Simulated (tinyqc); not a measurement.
Six-band hole subbands of a thin body in a field: sweeps and comparisons. A value that a table varies takes the place of the one given here.

Basis X, Y, Z times spin, hole energies counted downwards from the unstrained edge (the hydrostatic shift is left out), c = hbar^2/2m0. For a symmetric tensor T let C(T) have C_XX = L Txx + M (Tyy + Tzz), C_XY = N Txy (cyclic), L = c (g1 + 4 g2), M = c (g1 - 2 g2), N = 6 c g3. k = q + kz n, n the unit normal, q = k1 u + k2 v with u along the channel [1-10] and v = n x u. H = C(k k^T) + (Dso/3)(1 - L.sigma) - B + e F z with (L_k)_ij = -i epsilon_kij; B is the block C built from the traceless strain with 2b, -b and sqrt(3) d in place of L, M, N. Strain: exx = eyy = (s11 + s12) sx/2, ezz = s12 sx, exy = -s44 sx/4. Hard walls at z = 0 and t; basis sin(j pi z/t), j = 1 to Nz: kz^2 = (j pi/t)^2, kz = -i D with D_jl = 4 j l/(t (j^2 - l^2)), z_jj = t/2 and z_jl = -8 t j l/(pi (j^2 - l^2))^2 for j + l odd; 1 MV/cm = 0.01 eV/angstrom.

Nz = 14. E1 is the top subband at q = 0, gap the distance to the next pair, and the masses are c q^2/(E(q) - E1) at |q| = 0.02 1/angstrom (mean of the spin pair) along the channel [1-10] and across it in the plane; a dash marks a band that does not rise.

Constants: hbar^2/2m0 = 3.80998211 eV angstrom^2.

Inputs chosen for the exercise (near those of a p-type Si channel; not measured data):

| symbol | value | unit | meaning |
|---|---|---|---|
| g1 | 4.27 |  | Luttinger gamma1 |
| g2 | 0.34 |  | gamma2 |
| g3 | 1.45 |  | gamma3 |
| Dso | 0.044 | eV | spin-orbit splitting |
| b | -2.11 | eV | tetragonal potential |
| d | -4.82 | eV | trigonal potential |
| S | (7.57, -2.12, 12.58) | 1/TPa | compliances s11, s12, s44 |
| face | 110 |  | surface |
| t | 35 | angstrom | body thickness |
| F | 0 | MV/cm | field across the body |
| sx | -1 | GPa | stress along the channel [1-10], negative in compression |

## Stress along the channel

Each row has its own sx.

Results:

| sx (GPa) | E1 (meV) | gap (meV) | m channel | m across |
|---|---|---|---|---|
| -3.0 | -88.0 | 24.6 | 0.113 | 0.279 |
| -2.0 | -51.8 | 24.8 | 0.113 | 0.279 |
| -1.0 | -15.7 | 25.2 | 0.113 | 0.279 |
| -0.5 | 2.2 | 25.5 | 0.114 | 0.279 |
| 0.0 | 20.0 | 25.9 | 0.114 | 0.279 |
| 0.5 | 37.5 | 26.6 | 0.115 | 0.279 |
| 1.0 | 54.3 | 27.9 | 0.119 | 0.278 |

Under 2 GPa of compression the channel mass goes from 0.114 to 0.113 m0, the mass across at 0.279; the gap to the next subband is 25, 26 and 28 meV at -2, 0 and +1 GPa. The lightest channel mass of the table, 0.113 m0, is at -3.0, -2.0 and -1.0 GPa. Compression changes the channel mass little here, since confinement on this face has already singled out the orbital that the stress favours.

## Surface orientation and number of bands

Three faces, six bands; and four bands, with Dso set to 1000 eV.

Results:

| case | E1 (meV) | gap (meV) | m channel | m across |
|---|---|---|---|---|
| (001) 6 bands | 83.6 | 56.5 | 0.173 | 1.954 |
| (001) 4 bands | 96.5 | 69.2 | 0.225 | 0.451 |
| (110) 6 bands | -15.7 | 25.2 | 0.113 | 0.279 |
| (110) 4 bands | 38.8 | 160.3 | 0.148 | 0.283 |
| (111) 6 bands | 16.2 | 61.9 | 0.144 | 0.934 |
| (111) 4 bands | 32.0 | 127.1 | 0.175 | 0.196 |

With six bands the top subband is shallowest on (110) (-15.7 meV) and deepest on (001). Without the stress E1 would be 110.2, 20.0 and 42.1 meV, so the stress moves it by -26.6, -35.7 and -25.8 meV. The lightest channel mass is on (110) (0.113 m0). Dropping the split-off band moves E1 by 12.8, 54.5 and 15.7 meV and the gap by 12.7, 135.1 and 65.2 meV on the three faces, with Dso = 44 meV.

## What each parameter does

Six bands. Each row changes one parameter from the base and keeps the others.

Results:

| case | E1 (meV) | gap (meV) | m channel (m0) | m across (m0) |
|---|---|---|---|---|
| base | -15.7 | 25.2 | 0.113 | 0.279 |
| t = 25 angstrom | -7.3 | 47.7 | 0.113 | 0.279 |
| F = 0.3 MV/cm | 25.2 | 38.1 | 0.114 | 0.279 |
| sx = -1.5 GPa | -33.7 | 25.0 | 0.113 | 0.279 |
| g3 = 1.35 | -6.6 | 52.9 | 0.118 | 0.279 |
| g2 = 0.39 | -14.2 | 29.8 | 0.113 | 0.287 |
| Dso = 0.066 eV | -10.6 | 26.6 | 0.114 | 0.279 |
| d = -3.86 eV | -10.6 | 25.2 | 0.114 | 0.279 |

The largest shifts from the base row, up to three for each result and ties (the steps differ in size, so this ranks the rows, not the parameters). E1 (meV): F +40.9, sx -18.0, g3 +9.1. gap (meV): g3 +27.7, t +22.6, F +12.9; unchanged at the printed digits by d. m channel (m0): g3 +0.004, Dso +0.001, F +0.001; unchanged at the printed digits by t, sx and g2. m across (m0): g2 +0.008; unchanged at the printed digits by t, F, sx, g3, Dso and d.

Run: tinyqc, `OMP_NUM_THREADS=1 python tinyqc.py 1252667 1252668 out.jsonl`; Intel(R) Xeon(R) Processor @ 2.30GHz, one thread, shared host; about 0.4 s of CPU time with all checks.
